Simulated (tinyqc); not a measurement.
Lateral field, substrate current, probability of reaching the oxide barrier and hot-carrier lifetime of a silicon transistor (pseudo-two-dimensional and lucky-electron models). Which input was changed? Computed by tinyqc, a small Python program. Command: `OMP_NUM_THREADS=1 python tinyqc.py 3012277 3012278 out.jsonl hotcar which`. One thread of a shared host (Intel(R) Xeon(R) Processor @ 2.30GHz), about 0.05 s of CPU time with the checks.

Local-field models: a lucky carrier gains its energy at the peak field over a path free of collisions. Voltages are magnitudes.

Inputs (values chosen for the exercise, modelled on a silicon n-channel):

| quantity | value | unit |
|---|---|---|
| channel length L | 920 | nm |
| oxide thickness t | 21 | nm |
| junction depth x_j | 270 | nm |
| mobility mu | 360 | cm^2/(V s) |
| saturation velocity v_s | 0.82 | 1e7 cm/s |
| threshold voltage V_T | 0.67 | V |
| gate voltage V_G | 4.3 | V |
| drain voltage V_D | 11 | V |
| ionisation prefactor A_i | 2.2e+06 | 1/cm |
| ionisation field B_i | 1.72 | MV/cm |
| hot-carrier mean free path lambda | 8.5 | nm |
| oxide barrier phi_b | 3.1 | eV |
| interface-trap threshold phi_it | 3.6 | eV |
| lifetime constant H | 90 | s microampere/micrometre |
| length of the depleted extension L_n | 100 | nm |

Drain: lightly doped extension.

Constants: eps_0 = 8.8541878128e-12 F/m.

Method:
- C_ox = 3.9 eps_0/t; F_sat = 2 v_s/mu; V_Dsat = V_ov F_sat L/(V_ov + F_sat L), V_ov = V_G - V_T; I_D/W = C_ox v_s (V_ov - V_Dsat).
- Scale length l = 0.22 t^(1/3) x_j^(1/2) (all in cm); F_m = sqrt(((V_D - V_Dsat)/l_e)^2 + F_sat^2), with l_e = l + L_n; length of the velocity-saturated region l_e ln((V_D - V_Dsat)/(l_e F_sat) + F_m/F_sat).
- Substrate current I_sub/I_D = (A_i/B_i)(V_D - V_Dsat) exp(-B_i/F_m); probability of reaching the oxide barrier exp(-phi_b/(e lambda F_m)); lifetime tau = (H/(I_D/W)) exp(phi_it/(e lambda F_m)).
- V_10 solves tau = 3.156e8 s at the given V_G. The extrapolation fits ln(tau) against 1/V_D at 1, 1.08, 1.16 and 1.25 times the given V_D (rounded to 3 digits) by least squares and reads off the same tau.

Task: One of these inputs alone was changed, within the range given: oxide thickness t (10.5 to 42); junction depth x_j (135 to 540); drain voltage V_D (5.5 to 22); hot-carrier mean free path lambda (4.25 to 17). Which one, and to what value?

Results:

| run | ten-year drain voltage V_10 (V) | substrate current I_sub/W (microampere/micrometre) | drain current I_D/W (microampere/micrometre) |
|---|---|---|---|
| before | 6.911378 | 25.28942 | 227.1709 |
| after | 7.833249 | 25.28942 | 227.1709 |

Result:

Each candidate set to reproduce ten-year drain voltage V_10, and what it then gives:

| candidate | range searched | value needed | substrate current I_sub/W (microampere/micrometre) | drain current I_D/W (microampere/micrometre) |
|---|---|---|---|---|
| oxide thickness t (nm) | 10.5 to 42 | 40.55 | 6.740 | 117.65 |
| junction depth x_j (nm) | 135 to 540 | 465.1 | 10.859 | 227.17 |
| drain voltage V_D (V) | 5.5 to 22 | no effect | - | - |
| hot-carrier mean free path lambda (nm) | 4.25 to 17 | 7.220 | 25.289 | 227.17 |

Only hot-carrier mean free path lambda fits every result: it went from 8.5 to 7.22 nm. The next best candidate, junction depth x_j, misses one result by 57 %.

Caution: multiplication above 10 % feeds back on the field and the source barrier (snapback), which the model leaves out.
